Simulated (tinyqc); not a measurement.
Worked calculation: plane-wave Kohn-Sham cycle with exchange-only LDA in a layered model solid. One step of it, computed by the program tinyqc.

Task: Iteration 1: Hamiltonian at one k. H(m,m') = (k + G_m)^2/2 delta + V(G_m - G_m'), with V(-G) = V(G).

A solid whose potential varies along x alone (atomic units):
```
parameter                      value
period a                    9.300000
cross-section of the cell  40.000000
electrons per cell                 4
grid points                       16
plane waves -n..n, n               2
k points                           2
V1 in V1 cos(2 pi x/a)     -0.230000
```

V(G_m), m = 0, 1, 2, ... (hartree): [-0.217352, -0.115000, 0.000000, 0.000000, 0.000000]

k = 0.250000 2 pi / a

Give: H.

Result:

H (hartree), order -2, -1, +0, +1, +2:
$$\begin{pmatrix}
0.4816 & -0.1150 & 0.0000 & 0.0000 & 0.0000 \\
-0.1150 & -0.0890 & -0.1150 & 0.0000 & 0.0000 \\
0.0000 & -0.1150 & -0.2031 & -0.1150 & 0.0000 \\
0.0000 & 0.0000 & -0.1150 & 0.1393 & -0.1150 \\
0.0000 & 0.0000 & 0.0000 & -0.1150 & 0.9380
\end{pmatrix}$$
